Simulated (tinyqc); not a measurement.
# Gain of the pnp from the holding current

Inverse problem. On state with both base-emitter voltages at Von: npn base current Ib = (Von/Rs + bp Von/Rw)/(bn bp - 1), holding current Ih = (bn + 1) Ib + Von/Rs. Find bp.

Values chosen for this exercise: current gain of the npn bn = 23.1; substrate resistance shunting the npn Rs = 210 ohm; well resistance shunting the pnp Rw = 390 ohm; base-emitter voltage in the on state Von = 0.72 V.

Ih = 6.5141989 mA

Solution. Ih gives Ib, and Ib (bn bp - 1) = Von/Rs + bp Von/Rw is linear in bp.

bp = 3.20

tinyqc, about 0.04 s, one thread, Intel Xeon 2.30GHz (shared host): `OMP_NUM_THREADS=1 python tinyqc.py 2670061 2670062 out.jsonl`
